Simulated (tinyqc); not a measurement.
Worked calculation: plane-wave Kohn-Sham cycle with exchange-only LDA in a layered model solid. One step of it, computed by the program tinyqc.

Question. Iteration 1: Hamiltonian at one k. H(m,m') = (k + G_m)^2/2 delta + V(G_m - G_m'), with V(-G) = V(G).

A solid whose potential varies along x alone (atomic units):
```
parameter                      value
period a                   10.300000
cross-section of the cell  30.000000
electrons per cell                 2
grid points                       16
plane waves -n..n, n               2
k points                           2
V1 in V1 cos(2 pi x/a)     -0.390000
```

V(G_m), m = 0, 1, 2, ... (hartree): -0.183519  -0.195000  0.000000  0.000000  0.000000

k = 0.250000 2 pi / a

Give: H.

Answer.

H (hartree):
```
        -2      -1      +0      +1      +2
-2   0.386  -0.195   0.000   0.000   0.000
-1  -0.195  -0.079  -0.195   0.000   0.000
+0   0.000  -0.195  -0.172  -0.195   0.000
+1   0.000   0.000  -0.195   0.107  -0.195
+2   0.000   0.000   0.000  -0.195   0.758
```
